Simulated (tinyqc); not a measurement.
Length of a polyene: Hueckel, PPP and singles CI along the polyenes. Computed by the program tinyqc. 

All-trans chains of carbon centres 1.40 angstrom apart:
```
parameter,value
"beta (eV), times 1 +/- alternation",-2.110000
alternation,0
W (eV),11.160000
gamma_rr (eV),10.190000
repulsion formula,Ohno
```

Hueckel uses the same beta without repulsion; CIS keeps all single excitations and so misses the low, doubly excited 2Ag state. W is the valence ionisation energy of a centre, MN the Mataga-Nishimoto formula, f the oscillator strength.

Gaps and excitations (eV):
```
centres,Hueckel gap,PPP orbital gap,bright singlet (CIS),f,lowest triplet (CIS)
2,4.2200,11.4590,5.6955,0.4883,2.7445
4,2.6081,9.0036,4.4386,0.9516,1.7757
6,1.8781,7.7314,3.6689,1.3576,1.3090
8,1.4656,6.9547,3.1553,1.7152,1.0504
10,1.2011,6.4350,2.7903,2.0302,0.8918
12,1.0173,6.0666,2.5200,2.3113,0.7875
```

The Hueckel gap tends to 4 x alternation x |beta| = 0.00 eV for long chains (zero without alternation, falling as 1/N). Exchange opens the PPP orbital gap, and the attraction of electron and hole brings the bright state 3.55 eV below it at 12 centres; the triplet lies 1.73 eV lower still.
